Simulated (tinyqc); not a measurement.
Inside a calculation. Model: time-dependent dielectric breakdown: cell percolation, Weibull statistics, area scaling and voltage extrapolation. Computed by tinyqc, a small Python program that keeps every step. Command: `OMP_NUM_THREADS=1 python tinyqc.py 3011206 3011207 out.jsonl tddb walk`. One thread of a shared host (Intel(R) Xeon(R) Processor @ 2.30GHz), about 0.01 s of CPU time with the checks. Intermediate numbers are printed to about 7 digits and carried at full precision; extremes and crossings named in words are read from the listed rows.

The oxide is divided into columns of area a^2, each holding m = t_ox/a cells (m is taken as continuous). A share lambda(t) = (t/t_1)^alpha of the cells is defective, and a column whose cells are all defective breaks down.

Inputs (values chosen for the exercise, for a model gate oxide): oxide thickness t_ox = 1.7 nm; defect cell size a = 1.2 nm; exponent alpha of defect growth = 0.9; time t_1 at which the occupied share would reach 1 = 9.1e+08 s; test area A = 2000 um^2; product area A_u = 3e+06 um^2; stress voltage V = 2.62 V; use voltage V_u = 1.5 V; local exponent n = -d ln t/d ln V at the stress voltage = 44; activation energy E_a = 0.44 eV; stress temperature T = 175 C; use temperature T_u = 55 C; allowed failure fraction F = 1e-05.

Voltage law used: power.

Constants: k_B = 8.617333262e-05 eV/K.

## Weibull parameters from the cell model

Failure fraction F = 1 - (1 - lambda^m)^N with N = A/a^2 columns, which for small lambda^m is 1 - exp(-(t/t63)^beta) with beta = alpha m and t63 = t_1 N^(-1/beta); critical share lambda(t63) = N^(-1/m). 1 um^2 = 1e6 nm^2.

cells per column m = 1.416667

columns N = 1.388889e+09

Weibull slope beta = 1.275

characteristic life t63 = 61.42169 s

critical share of defective cells = 3.518458e-07

Times between F = 10 % and 90 % span a factor 11.2: the smaller beta = alpha m, the wider the scatter. Caution: t_1 is an input here; in a real oxide it changes with thickness at fixed voltage.

## A sample of breakdown times

uniform random numbers u: [0.4697, 0.6851, 0.0158, 0.3319, 0.0626, 0.2210, 0.8911, 0.5332]

Each device fails at t = t63 (-ln(1 - u))^(1/beta). Sort the times; median rank F_i = (i - 0.3)/(n_s + 0.4) for n_s devices; W = ln(-ln(1 - F_i)).

Weibull plot:
```
i     t (s)        F_i      ln t          W
1    2.3890  0.0833333  0.870867  -2.441716
2    7.1682  0.2023810  1.969652  -1.486671
3   20.6904  0.3214286  3.029671  -0.947354
4   30.1318  0.4404762  3.405582  -0.543574
5   42.9799  0.5595238  3.760733  -0.198574
6   49.6218  0.6785714  3.904430   0.126615
7   68.7944  0.7976190  4.231123   0.468505
8  114.6992  0.9166667  4.742313   0.910235
```

## Fitting the sample

W = ln(-ln(1 - F_i)) with the median ranks F_i. Least squares in W: W = beta ln t - beta ln t63. Maximum likelihood: solve sum t^b ln t/sum t^b - 1/b = mean of ln t for b, then t63 = (mean of t^b)^(1/b).

slope by least squares = 0.8526325

t63 by least squares = 46.62857 s

slope by maximum likelihood = 1.123361

t63 by maximum likelihood = 43.77843 s

The true values are beta = 1.275 and t63 = 61.4 s. With 8 devices the standard error of the maximum-likelihood slope is about 0.78 beta/sqrt(n_s) = 0.35; the fits miss by -0.42 and -0.15, and t63 by -24 and -29 %.

## Projection to use conditions

All three voltage laws share the slope n at the stress voltage. Factor t(V_u)/t(V): E law exp(n (1 - V_u/V)); 1/E law exp(n (V/V_u - 1)); power law (V/V_u)^n. Temperatures in kelvin are T(C) + 273.15. Temperature factor exp[(E_a/k_B)(1/T_u - 1/T)]; area factor (A/A_u)^(1/beta); percentile factor (-ln(1 - F))^(1/beta); life = t63 x all four; 1 year = 3.15576e7 s.

voltage factor = 4.541940e+10

temperature factor = 64.48553

area factor = 0.003228108

percentile factor = 1.197935e-04

projected life = 2.204462 years

Area and percentile together cost 6.4 decades, voltage and temperature return 12.5; a ten-year target is missed. Caution: a voltage factor of more than nine decades rests wholly on the chosen law and cannot be tested.

## Three voltage laws

Life = t63 x voltage, temperature, area and percentile factors, the last three as above.

Log10 of the life in years:
```
V_u/V  V_u (V)      E law    1/E law  power law
1.00     2.620  -10.31394  -10.31394  -10.31394
0.95     2.489   -9.35849   -9.30820   -9.33378
0.90     2.358   -8.40304   -8.19072   -8.30061
0.80     2.096   -6.49215   -5.53670   -6.04990
0.70     1.834   -4.58125   -2.12439   -3.49825
0.60     1.572   -2.67036    2.42537   -0.55259
0.50     1.310   -0.75946    8.79502    2.93138
0.40     1.048    1.15144   18.34950    7.19542
```

At V_u/V = 0.9 the laws differ by 0.21 decades at most, and at 0.5 by 9.6. The E law is the most cautious and the 1/E law the most hopeful. Ten years are reached at V_u/V = 0.408 (E), 0.628 (1/E), 0.553 (power). Caution: the rows at low voltage extrapolate over many decades and cannot be tested.

Checks made by the program: Weibull form against the exact column count at t63 (relative difference below 1e-10).
